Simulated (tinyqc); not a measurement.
Density and mobility of a removed layer (differential Hall).

Question. For layers in parallel the sheet conductance g = 1/Rs and the product g mu_H (mu_H signed, unit Hall factors) are additive. Find the sheet density and mobility of the layer that was removed, and its share of the conductance.

Constants: q = 1.602176634e-19 C. Results are converted to the units shown.

Rs before and after removing the top layer (ohm/square): 474.56730  9287.9599
apparent mobility before and after, signed (cm^2/(V s)): 75.649635  32

Solution. The differences give g1 = q n mu and g1 mu = q n mu^2; their ratio is mu and g1^2/(q g1 mu) is n.

sheet density = 1.60e14 cm^-2
mobility = 78.0 cm^2/(V s)
share of the conductance = 94.9 %

Numbers from tinyqc (`OMP_NUM_THREADS=1 python tinyqc.py 2850186 2850187 out.jsonl`; about 0.01 s on one thread of a shared Intel Xeon 2.30GHz).
